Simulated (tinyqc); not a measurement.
From results back to parameters: inversion layer as a triangular well, valleys of the Si type. Five cases, with inputs chosen for the exercise.

Problem. The spacing of the two lowest levels of one ladder was computed from a hidden sheet density Ns.

The field is taken as constant, e F = 4 pi (e^2/4 pi eps0)(Nd + eta Ns)/eps, with 1e12/cm^2 = 1e-4/angstrom^2, and the oxide as a hard wall at z = 0; c = hbar^2/2m0.

Level j of a valley lies at E_j = a_j (c (e F)^2/m_z)^(1/3) above the band edge at the surface, with the Airy zeros a_j = 2.338107, 4.087949, 5.520560, 6.786708, 7.944134, 9.022651, 10.040174, 11.008524, 11.936016, 12.828777, and has <z> = 2 E_j/(3 e F).

Constants: hbar^2/2m0 = 3.80998211 eV angstrom^2; e^2/(4 pi eps0) = 14.39964547 eV angstrom.

Case 1.

Values chosen (near those of Si; the results hold for these values, not for the real material): m_z = 0.259 m0 (confinement mass); eps = 11.9 (dielectric constant); Nd = 0.57 x 1e12/cm^2 (depletion charge); eta = 0.75 (share of Ns in the effective field).

E_1 - E_0 = 80.5990 meV

Case 2.

Values chosen (near those of Si; the results hold for these values, not for the real material): m_z = 0.3169 m0 (confinement mass); eps = 11.7 (dielectric constant); Nd = 0.13 x 1e12/cm^2 (depletion charge); eta = 0.75 (share of Ns in the effective field).

E_1 - E_0 = 54.6774 meV

Case 3.

Values chosen (near those of Si; the results hold for these values, not for the real material): m_z = 0.259 m0 (confinement mass); eps = 11.9 (dielectric constant); Nd = 1.5 x 1e12/cm^2 (depletion charge); eta = 0.75 (share of Ns in the effective field).

E_1 - E_0 = 237.0612 meV

Case 4.

Values chosen (near those of Si; the results hold for these values, not for the real material): m_z = 0.309 m0 (confinement mass); eps = 11.5 (dielectric constant); Nd = 0.19 x 1e12/cm^2 (depletion charge); eta = 0.5 (share of Ns in the effective field).

E_1 - E_0 = 77.5927 meV

Case 5.

Values chosen (near those of Si; the results hold for these values, not for the real material): m_z = 0.907 m0 (confinement mass); eps = 11.8 (dielectric constant); Nd = 0.52 x 1e12/cm^2 (depletion charge); eta = 0.5 (share of Ns in the effective field).

E_1 - E_0 = 52.8488 meV

Find: F; Ns.

Solution. e F = sqrt(m_z/c) [(E_1 - E_0)/(a_1 - a_0)]^(3/2), with a_0 and a_1 the first two zeros; then Ns = (eps e F/(4 pi e^2/4 pi eps0) - Nd)/eta.

Case 1.

F = 0.2577 MV/cm
Ns = 1.50 x 1e12/cm^2

Case 2.

F = 0.1593 MV/cm
Ns = 1.20 x 1e12/cm^2

Case 3.

F = 1.3001 MV/cm
Ns = 9.40 x 1e12/cm^2

Case 4.

F = 0.2659 MV/cm
Ns = 3.00 x 1e12/cm^2

Case 5.

F = 0.2561 MV/cm
Ns = 2.30 x 1e12/cm^2

Computed by tinyqc, one run a case: `OMP_NUM_THREADS=1 python tinyqc.py N N+1 out.jsonl` with N = 1250263, 1250306, 1250354, 1250445, 1250477; one thread of a shared Intel(R) Xeon(R) Processor @ 2.30GHz, about 0.04 s a run at most.
